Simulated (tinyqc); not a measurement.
Saturation velocity and mobility from two gate lengths.

Question. Isat = Cox vsat Vg (x - 1)/(x + 1) per width, x = sqrt(1 + 2 mu Vg/(m vsat L)), with no series resistance and the same overdrive Vg and mu at both lengths. Find vsat and mu.

Values chosen for this exercise: gate capacitance Cox = 1.09 uF/cm^2; body factor m = 1.43.

Vg = 1.23 V
Isat at L = 0.25 and 0.75 um (uA/um): [417.02634, 211.29112]

Answer. The ratio of the currents depends on c = 2 mu Vg/(m vsat) alone and falls steadily from L2/L1 to 1 as c grows, so it fixes c; either current then gives vsat.

vsat = 9.700e6 cm/s
mu = 391.8 cm^2/(V s)

tinyqc, about 0.01 s, one thread, Intel Xeon 2.30GHz (shared host): `OMP_NUM_THREADS=1 python tinyqc.py 2500026 2500027 out.jsonl`
